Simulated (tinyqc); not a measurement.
Bulk resistivity and mean free path from two films.

Question. In the thick-film limit single-crystal films obey rho = rho0 (1 + 3 (1 - ps) lam/(8 d)). Find rho0, lam and the product rho0 lam.

Inputs (values chosen for the exercise): specular share of surface scattering ps = 0.

rho at d = 47 and 130 nm (uohm cm): 3.0234521  2.7658635

Solution. rho is a straight line in 1/d: the intercept is rho0 and the slope (3/8)(1 - ps) rho0 lam. Without ps only the product (1 - ps) lam could be found.

rho0 = 2.620 uohm cm
lam = 19.30 nm
rho0 lam = 50.57 uohm cm nm

Computed by the program tinyqc: `OMP_NUM_THREADS=1 python tinyqc.py 2100114 2100115 out.jsonl`, one thread of a shared Intel Xeon 2.30GHz, about 0.01 s for the whole run.
